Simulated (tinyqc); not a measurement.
Haynes-Shockley experiment: drift, diffusion and decay of a minority-carrier pulse: one step, computed by the program tinyqc.

A thin sheet of excess carriers is made at x = 0, t = 0 in a long uniform bar; injection is low, so the pulse moves with the minority mobility.

Problem. The signal at the collector. dn(x, t) = N0/sqrt(4 pi D t) exp(-(x - v t)^2/(4 D t) - t/tau). At fixed x the signal peaks where d ln(dn)/dt = 0: a t^2 + t/2 - x^2/(4 D) = 0 with a = v^2/(4 D) + 1/tau. The full width at half maximum is found by solving dn(x, t) = peak/2 on both sides of the peak.

Inputs (values chosen for the exercise, modelled on electrons in p-type germanium in a lightly doped bar):
```
quantity,value,unit
lifetime tau,220,microsecond
temperature T,300,K
distance d to the collector,0.16,cm
injected sheet density N0,1.2e+09,1/cm^2
```

drift velocity v = 10560 cm/s

D = 90.99904 cm^2/s

Give: time of the peak t_p; peak density; width at half maximum.

Solution.

time of the peak t_p = 14.26 microsecond

peak density = 8.658e+09 1/cm^3

width at half maximum = 11.19 microsecond
